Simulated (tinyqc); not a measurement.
# Conduction-band offset of an n-N heterojunction from carrier-profile moments: effects of single changes

Layer 1 (x < 0) accumulates electrons and layer 2 (x > 0) is depleted. Boltzmann statistics. The bands bend down by V1 in layer 1 and up by V2 in layer 2, with V1 + V2 = VD = dE + Vt ln[(N2/Nc2)/(N1/Nc1)].

Inputs (values chosen for the exercise); values of the order of III-V alloys:

| symbol | value | unit | meaning |
|---|---|---|---|
| T | 350 | K | temperature |
| eps_r | 12.9 |  | relative permittivity of both layers |
| Nc1 | 3.4e17 | cm^-3 | density of states of the narrow-gap layer 1 |
| Nc2 | 1.3e18 | cm^-3 | density of states of the wide-gap layer 2 |
| dE | 0.11 | eV | conduction-band offset |
| N1 | 9.9e15 | cm^-3 | donor density in layer 1 |
| N2 | 2.1e16 | cm^-3 | donor density in layer 2 |
| si | 6.4e10 | cm^-2 | fixed charge at the interface |

Constants: q = 1.602176634e-19 C, kB = 1.380649e-23 J/K, Vt = kB T/q, eps0 = 8.8541878128e-14 F/cm where lengths are in cm. Results are converted to the units shown.

Each table varies one quantity; the others keep the values above.

## Effect of the doping of the wide-gap layer

Sheet densities from the first integral: Q1 = sqrt((2 eps0 eps_r Vt N1/q)(exp(u1) - u1 - 1)) extra electrons, Q2 = sqrt((2 eps0 eps_r Vt N2/q)(exp(-u2) + u2 - 1)) missing ones, u = V/Vt; neutrality Q1 = Q2 + si.

Effect of the doping of the wide-gap layer:
```
N2 (cm^-3)	VD (V)	V1 (V)	Q1 (cm^-2)	n(0-)/Nc1
7.5e15	0.061176	0.043013	8.5980e10	0.12121
1.4e16	0.080001	0.051380	1.0898e11	0.15995
2.6e16	0.098671	0.061486	1.4057e11	0.22362
4.9e16	0.11778	0.073623	1.8506e11	0.33442
9.1e16	0.13646	0.087051	2.4448e11	0.52196
1.7e17	0.15530	0.10194	3.2613e11	0.85498
```

Q1 rises from 8.60e10 to 3.26e11 cm^-2, as N2^(0.43) over the table, while VD grows by Vt ln 10 a decade and the share V1/VD goes from 0.703 through a minimum of 0.623 (at N2 = 2.6e16 among the rows listed) to 0.656. For N2 = 9.1e16, 1.7e17 n(0-) nears or passes Nc1, where degeneracy and quantisation lower Q1.

## An error in the interface position

A C-V profile smears n(x) but keeps its zeroth and first moments: si = -int (N - n) dx, VD = (q/(eps0 eps_r)) int (N - n) x dx, dE = VD - Vt ln[(N2/Nc2)/(N1/Nc1)]. With the step of N placed at xi and the moment taken about xi, VD changes by (q/(eps0 eps_r)) [si xi + (N2 - N1) xi^2/2] and si by (N2 - N1) xi.

An error in the interface position:
```
xi (nm)	error of si (cm^-2)	error of dE (meV)
-30	-3.330e10	-19.93
-22.5	-2.498e10	-16.26
-15	-1.665e10	-11.71
-7.5	-8.325e9	-6.295
0	0	0
7.5	8.325e9	7.171
15	1.665e10	15.22
22.5	2.498e10	24.14
30	3.330e10	33.94
```

Among the rows the error of dE lies between -19.9 and 33.9 meV, with a linear part from si; the error of si is linear, 1.11e9 cm^-2 a nanometre.

Computed by the program tinyqc: `OMP_NUM_THREADS=1 python tinyqc.py 2410147 2410148 out.jsonl`, one thread of a shared Intel Xeon 2.30GHz, about 0.1 s for the whole run.
